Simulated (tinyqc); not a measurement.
## Transit time and capacitance from two cut-off frequencies

Problem. 1/(2 pi fT) = tauF + Vt C/JC, C the sum of the junction capacitances per area. Find C, tauF and the limit of fT at high current.

Parameters, values chosen for the exercise:
```
symbol,value,unit,meaning
T,300,K,temperature
```

Constants: q = 1.602176634e-19 C, kB = 1.380649e-23 J/K, Vt = kB T/q. Results are converted to the units shown.

JC (mA/um^2): [0.012, 0.23]
fT (GHz): [16.094682, 27.417817]

Solution. The delay is a straight line in 1/JC with slope Vt C and intercept tauF.

C = 2.00 fF/um^2
tauF = 5.58 ps
limit of fT = 28.5 GHz

Computed by the program tinyqc: `OMP_NUM_THREADS=1 python tinyqc.py 2320130 2320131 out.jsonl`, one thread of a shared Intel Xeon 2.30GHz, about 0.01 s for the whole run.
